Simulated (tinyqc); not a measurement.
Worked calculation (part 2 of 2): ROHF in the sto-6g basis, for BeH, spin multiplicity 2. Computed by tinyqc, a small Python program that keeps every step (integrals from PySCF). Command: `OMP_NUM_THREADS=1 python tinyqc.py 22688 22689 out.jsonl` (the two numbers bound the seeds that draw the settings). One thread of a shared host (Intel(R) Xeon(R) Processor @ 2.60GHz), about 0.1 s of CPU time with the checks.

Geometry (angstrom):

| atom | x | y | z |
|---|---|---|---|
| Be | 0.0000 | 0.0000 | 0.0000 |
| H | 0.0000 | 0.0000 | 2.2840 |

## Convergence

Stop when the energy changes by less than 1e-10 hartree and every element of the error matrix X^T (F D S - S D F) X is below 3e-06.

Course of the cycle:

| iteration | E (hartree) | change | largest element of the error matrix |
|---|---|---|---|
| 1 | -14.531042 | - | 2.08e-01 |
| 2 | -14.776421 | -2.45e-01 | 1.66e-01 |
| 3 | -14.889582 | -1.13e-01 | 1.25e-01 |
| 4 | -14.920040 | -3.05e-02 | 7.61e-02 |
| 5 | -14.935567 | -1.55e-02 | 5.47e-02 |
| 6 | -14.941831 | -6.26e-03 | 3.93e-02 |
| 7 | -14.947572 | -5.74e-03 | 3.28e-02 |
| 8 | -14.953993 | -6.42e-03 | 2.22e-02 |
| 9 | -14.962264 | -8.27e-03 | 2.70e-02 |
| 10 | -14.969699 | -7.43e-03 | 1.29e-02 |
| 11 | -14.972230 | -2.53e-03 | 6.25e-03 |
| 12 | -14.972457 | -2.27e-04 | 3.78e-03 |
| 13 | -14.972480 | -2.25e-05 | 2.96e-03 |
| 14 | -14.972491 | -1.10e-05 | 2.44e-03 |
| ... | ... | ... | ... |
| 33 | -14.972514 | -3.63e-09 | 4.19e-05 |
| 34 | -14.972514 | -2.36e-09 | 3.39e-05 |
| 35 | -14.972514 | -1.55e-09 | 2.74e-05 |
| 36 | -14.972514 | -1.01e-09 | 2.21e-05 |
| 37 | -14.972514 | -6.58e-10 | 1.79e-05 |
| 38 | -14.972514 | -4.29e-10 | 1.44e-05 |
| 39 | -14.972514 | -2.80e-10 | 1.17e-05 |
| 40 | -14.972514 | -1.83e-10 | 9.41e-06 |
| 41 | -14.972514 | -1.19e-10 | 7.60e-06 |
| 42 | -14.972514 | -7.78e-11 | 6.14e-06 |
| 43 | -14.972514 | -5.08e-11 | 4.96e-06 |
| 44 | -14.972514 | -3.32e-11 | 4.01e-06 |
| 45 | -14.972514 | -2.16e-11 | 3.24e-06 |
| 46 | -14.972514 | -1.41e-11 | 2.62e-06 |

PySCF ROHF in the same basis = -14.972514 hartree

Converged in 46 iterations.

## Populations, bond orders and dipole

D(alpha) after iteration 46:
```
          1Be 1s   1Be 2s  1Be 2px  1Be 2py  1Be 2pz    2H 1s
1Be 1s    1.0704  -0.2776   0.0000   0.0000   0.0118   0.0318
1Be 2s   -0.2776   1.0952   0.0000   0.0000  -0.0452  -0.1585
1Be 2px   0.0000   0.0000   0.0000   0.0000   0.0000   0.0000
1Be 2py   0.0000   0.0000   0.0000   0.0000   0.0000   0.0000
1Be 2pz   0.0118  -0.0452   0.0000   0.0000   0.0172   0.1259
2H 1s     0.0318  -0.1585   0.0000   0.0000   0.1259   0.9530
```

D(beta) after iteration 46:
```
          1Be 1s   1Be 2s  1Be 2px  1Be 2py  1Be 2pz    2H 1s
1Be 1s    1.0652  -0.2558   0.0000   0.0000   0.0024  -0.0381
1Be 2s   -0.2558   1.0047   0.0000   0.0000  -0.0058   0.1325
1Be 2px   0.0000   0.0000   0.0000   0.0000   0.0000   0.0000
1Be 2py   0.0000   0.0000   0.0000   0.0000   0.0000   0.0000
1Be 2pz   0.0024  -0.0058   0.0000   0.0000   0.0000  -0.0008
2H 1s    -0.0381   0.1325   0.0000   0.0000  -0.0008   0.0175
```

overlap S:
```
         1Be 1s  1Be 2s  1Be 2px  1Be 2py  1Be 2pz   2H 1s
1Be 1s   1.0000  0.2548   0.0000   0.0000   0.0000  0.0085
1Be 2s   0.2548  1.0000   0.0000   0.0000   0.0000  0.1659
1Be 2px  0.0000  0.0000   1.0000   0.0000   0.0000  0.0000
1Be 2py  0.0000  0.0000   0.0000   1.0000   0.0000  0.0000
1Be 2pz  0.0000  0.0000   0.0000   0.0000   1.0000  0.2291
2H 1s    0.0085  0.1659   0.0000   0.0000   0.2291  1.0000
```

Mulliken: Z minus the diagonal of D S on the atom; Loewdin: the same with S^(1/2) D S^(1/2); Mayer order: 2 sum_s sum (D(s) S)_ij (D(s) S)_ji over the two atoms.

Charges (e):

| atom | Mulliken | Loewdin | Mulliken spin |
|---|---|---|---|
| 1Be | -0.0052 | -0.0108 | 0.0832 |
| 2H | 0.0052 | 0.0108 | 0.9168 |

Mayer bond orders:

| pair | order |
|---|---|
| 2-1 | 0.1594 |

dipole moment about the origin, x y z (debye): 0.0000  0.0000  0.2330
